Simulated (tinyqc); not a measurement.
What each change does: thin (001) film in sp3s* tight binding with raised dangling bonds.

Planes alternate anion (a), cation (c) along [001], a/4 apart, starting with an anion; zero in-plane momentum; levels counted from the bulk Ev, the lower root of [[Epa, Vxx], [Vxx, Epc]]; no spin-orbit coupling. Block of s, pz, s*: from an anion to the cation above, Vss/2 (s,s), Vsapc/2 (s,z), -Vscpa/2 (z,s), Vxx/2 (z,z), Vxapc/2 (s*,z), -Vpaxc/2 (z,s*); to the cation below the same with the s-z and s*-z signs reversed. Block of u = (px + py)/sqrt2 and v = (px - py)/sqrt2: to the cation above (Vxx + Vxy)/2 for u and (Vxx - Vxy)/2 for v, to the cation below the reverse. Each surface atom has two dangling sp3 hybrids; raising both by dl adds (dl/2) [[1, t], [t, 1]] to its s, pz levels (t = -1 at the bottom face, +1 at the top) and dl to the one of u, v in whose plane the missing bonds lie (v for a bottom anion or a top cation, u for a top anion).

Values chosen for the exercise (out of a larger set: near a published set for Si, fitted to gaps, whose masses and valley positions are rough; not measured data): p = (-4.18, 1.706, -4.18, 1.706, 6.681, 6.681, -8.276, 1.708, 4.566, 5.719, 5.719, 5.373, 5.373) eV (order Esa, Epa, Esc, Epc, Exa, Exc, Vss, Vxx, Vxy, Vsapc, Vscpa, Vxapc, Vpaxc); Nw = 27 (planes in the thicker film); dp = 30 eV (value of dl for the passivated films).

edges (eV): Gamma 3.41600, Delta 1.16754

A film of Nw planes with shift dp: highest level below mid-gap (half the lower bulk edge) and the two lowest above.

One parameter was then changed.

Results before and after:
```
case     Ev1 (eV)  Ec1 (eV)  Ec2 (eV)
base      -0.0585    1.2015    1.2037
changed   -0.0509    1.1989    1.2016
```

Which of these changes was made? (a) Nw = 28; (b) dp = 15 eV.
Answer: (a) Nw = 28. Of the candidates, run in turn, only this one gives the changed row.

All candidates:
```
case        Ev1 (eV)  Ec1 (eV)  Ec2 (eV)
base         -0.0585    1.2015    1.2037
Nw = 28      -0.0509    1.1989    1.2016
dp = 15 eV   -0.0590    1.2015    1.2035
```

An odd change of Nw also changes which atoms end the film, so levels need not move as thickness alone would move them; the row for dp shows how far the passivation is from converged.

(tinyqc, `OMP_NUM_THREADS=1 python tinyqc.py 1481721 1481722 out.jsonl`, Intel(R) Xeon(R) Processor @ 2.30GHz, 1 thread, shared host, about 0.4 s.)
